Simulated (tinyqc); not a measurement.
# Changing the seed thickness t

Model: electroplating on a thin resistive seed layer: kinetics, Wagner number and the terminal effect across a wafer. Computed by tinyqc, a small Python program. Command: `OMP_NUM_THREADS=1 python tinyqc.py 3120404 3120405 out.jsonl terminal sweep`. One thread of a shared host (Intel(R) Xeon(R) Processor @ 2.30GHz), about 0.08 s of CPU time with the checks.

Current enters the seed at the rim. The bath is treated as a local resistance per area (no lateral flow in the liquid), two electrons per ion, molar volume 7.11 cm^3/mol, Faraday constant F = e N_A, kinematic viscosity 0.01 cm^2/s, omega = 2 pi x rpm/60; k_B T/e is in volts.

Inputs (values chosen for the exercise, of the order of those for copper plating from an acid sulfate bath):
```
quantity                             value         unit
wafer radius R                          15           cm
seed resistivity                       7.4  microohm cm
bath conductivity kappa               0.45         S/cm
gap to the anode h                      10           cm
extra resistance of a porous plate      95     ohm cm^2
exchange current density i_0          0.45      mA/cm^2
cathodic transfer coefficient alpha   0.87            -
mean current density                    31      mA/cm^2
diffusivity of the metal ion         6e-06       cm^2/s
metal ion concentration               0.82        mol/L
rotation rate                          200          rpm
temperature T                          298            K
```

Constants: e = 1.602176634e-19 C; N_A = 6.02214076e+23 1/mol; k_B = 8.617333262e-05 eV/K.

Method:
- Growth rate = i V_m/(2 F). Levich limit i_L = 0.62 x 2 F D^(2/3) omega^(1/2) nu^(-1/6) c. Tafel overpotential eta = (k_B T/(alpha e)) ln(i/i_0); kinetic resistance k_B T/(alpha e i); bath resistance h/kappa + plate; R_s = resistivity/t; Wagner number = kinetic resistance x kappa/R.
- Linearised: with R_t = kinetic + bath resistance the current density obeys (1/r)(r i')' = i R_s/R_t, so i = A I_0(r/l), l = sqrt(R_t/R_s); with x = R/l, edge/centre = I_0(x) and edge/mean = x I_0(x)/(2 I_1(x)).
- Voltage drop in the seed for a uniform current: i R_s R^2/4.
- Full model: seed potential phi(r) with (1/r)(r phi')' = R_s i, where i solves phi = R_b i + (k_B T/(alpha e)) ln(i/i_0) (phi being the driving voltage left at r); phi'(0) = 0 and phi'(R) = R_s i_mean R/2. Solved by collocation to a tolerance of 1e-7.

One run for each value:
```
seed thickness t (nm)  edge over centre, full model  edge over centre, linear  x = R/l  drop for uniform current (mV)
5.0                                          34.381                    35.917   5.3084                          25808
9.1                                          10.570                    10.684   3.9348                          14180
17.0                                          4.416                     4.427   2.8789                           7590
30.0                                          2.565                     2.567   2.1671                           4301
55.0                                          1.750                     1.751   1.6005                           2346
100.0                                         1.384                     1.384   1.1870                           1290
180.0                                         1.205                     1.205   0.8847                            717
330.0                                         1.110                     1.110   0.6534                            391
600.0                                         1.060                     1.060   0.4846                            215
```

Describe the trends.

Over the rows, edge over centre, full model falls from 34.4 to 1.06 (exponent d ln y / d ln x -2.0 between the first rows and -0.077 between the last); edge over centre, linear falls from 35.9 to 1.06 (exponent d ln y / d ln x -2.0 between the first rows and -0.077 between the last); x = R/l falls from 5.31 to 0.485 (exponent d ln y / d ln x about -0.50 throughout).
